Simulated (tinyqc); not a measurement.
From results to parameters: two-site tight-binding chain. Computed by the program tinyqc.

Problem. A two-site chain has site energies +delta (A) and -delta (B) and hoppings t1 > t2 > 0, so E = +/- sqrt(delta^2 + |t1 + t2 exp(-ika)|^2). Find delta, t1 and t2.

upper band at k = 0 = 4.237924 eV
upper band at the zone edge = 1.740919 eV
weight of the upper band on site A at the zone edge = 0.867622

Solution. The weight on A is (1 + delta/E)/2, which gives delta; then t1 + t2 = sqrt(E(0)^2 - delta^2) and t1 - t2 = sqrt(E(edge)^2 - delta^2).

delta, t1, t2 (eV): 1.280  2.610  1.430
